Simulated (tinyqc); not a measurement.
## Heated strip on a layer stack, thermal resistances with spreading: effect of the heat-sink temperature

A long strip of width ws dissipates Pw per length on three layers over a heat sink. Heat is taken to spread at 45 degrees, so the width of the flow grows by twice the depth: w1 = ws + 2 t1, w2 = w1 + 2 t2, w3 = w2 + 2 t3 at the bottoms of the layers. This is a rule of thumb, not a solution of the heat equation.

Resistances times length: layer i, ln(w_i/w_(i-1))/(2 k_i) with w0 = ws; boundary, Rb/w1. From the sink upward: Ta = T0 + Pw R3; across layer 2 the Kirchhoff transform gives Tb^(1-p) = Ta^(1-p) + (1 - p)(300 K)^(-p) Pw R2; Tc = Tb + Pw Rboundary; Tj = Tc + Pw R1. The share is that of R1 + Rboundary in the sum of the four resistances.

Inputs (values chosen for the exercise); conductivities close to those of gallium nitride (layer 1), diamond (layer 2) and solder (layer 3): width of the heated strip ws = 6 um; power per length of the strip Pw = 0.82 W/mm; thickness of layer 1 t1 = 1.1 um; conductivity of layer 1 k1 = 171 W/(m K); boundary resistance between layers 1 and 2 Rb = 15 m^2 K/GW; thickness of layer 2 t2 = 100 um; conductivity of layer 2 at 300 K k2 = 1880 W/(m K); exponent in k2(T) = k2 (300 K/T)^p p = 0.9; thickness of layer 3 t3 = 10 um; conductivity of layer 3 k3 = 60.5 W/(m K).

The same in every row: sum of resistances (K mm/W) = 4.3609; share of layer 1 and boundary (%) = 62.892.

Result of one run:

| Tj - T0 (K) | (Tj - T0)/Pw (K mm/W) |
|---|---|
| 3.4712 | 4.2331 |

Which heat-sink temperature T0 gave this result: 250, 280, 310 or 430 K?

T0 = 250 K.

The whole series:

| T0 (K) | Tj - T0 (K) | (Tj - T0)/Pw (K mm/W) |
|---|---|---|
| 250 | 3.4712 | 4.2331 |
| 280 | 3.5355 | 4.3116 |
| 310 | 3.5991 | 4.3892 |
| 340 | 3.6622 | 4.4661 |
| 370 | 3.7246 | 4.5422 |
| 400 | 3.7866 | 4.6178 |
| 430 | 3.8481 | 4.6928 |

As T0 goes from 250 to 430 K, Tj - T0 rises from 3.47 to 3.85 K, on average as T0^(0.19), and the share of layer 1 and the boundary stays at 62.9 %. The apparent resistance grows from 4.23 to 4.69 K mm/W because k2 falls as layer 2 warms.

Program tinyqc, `OMP_NUM_THREADS=1 python tinyqc.py 2520057 2520058 out.jsonl`; Intel Xeon 2.30GHz, shared host, one thread, about 0.01 s.
